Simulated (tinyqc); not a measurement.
Off-state leakage of single and stacked transistors: one step of the calculation.

n-channel devices of unit width. Subthreshold current I(Vg, Vs, Vd) = I0 (T/300 K)^0.5 exp[(Vg - Vs - VT(T) - gb (Vs - Vb) + dd (Vd - Vs))/(nf Vt)] (1 - exp(-(Vd - Vs)/Vt)), VT(T) = VT - cT (T - 300 K). Gate-edge tunnelling Ig (Vd/1 V) exp(ag (Vd - 1 V)), for a gate at 0 V, and band-to-band leakage Ab u exp(-Bb/u), u = Vd - Vb + 1 V, flow at a drain held at V; both are taken as independent of T. In a stack of off transistors (all gates at 0 V) the same subthreshold current passes through each.

Problem. New Vx. Stack of two, Vx the node between them: I_low = I(0, 0, Vx), I_up = I(0, Vx, V), f = ln(I_up/I_low), f' = -(1 + gb + 2 dd)/(nf Vt) - 1/(Vt (exp(Vx/Vt) - 1)) - 1/(Vt (exp((V - Vx)/Vt) - 1)), Vx(new) = Vx - f/f'.

Parameters, values chosen for the exercise; values of the order met in bulk silicon logic transistors:
```
symbol,value,unit,meaning
T,300,K,temperature
V,1.2,V,supply voltage
VT,0.25,V,"threshold at 300 K, zero drain and body bias"
cT,0.6,mV/K,fall of the threshold with temperature
I0,0.1,uA/um,current at threshold at 300 K
nf,1.26,,slope factor
dd,0.04,,drain-induced lowering per volt
gb,0.14,,rise of the threshold per volt of source-body bias
Vb,0,V,body voltage
```

Constants: q = 1.602176634e-19 C, kB = 1.380649e-23 J/K, Vt = kB T/q. Results are converted to the units shown.

Vx after iteration 1 = 0.044427616 V

Wanted: I_low; I_up; f; f'; Vx after iteration 2.

Solution.

I_low = 0.040242 nA/um
I_up = 0.040534 nA/um
f = 0.0072416
f' = -45.906 1/V
Vx after iteration 2 = 0.044585 V

Program tinyqc, `OMP_NUM_THREADS=1 python tinyqc.py 2242082 2242083 out.jsonl`; Intel Xeon 2.30GHz, shared host, one thread, about 0.03 s.
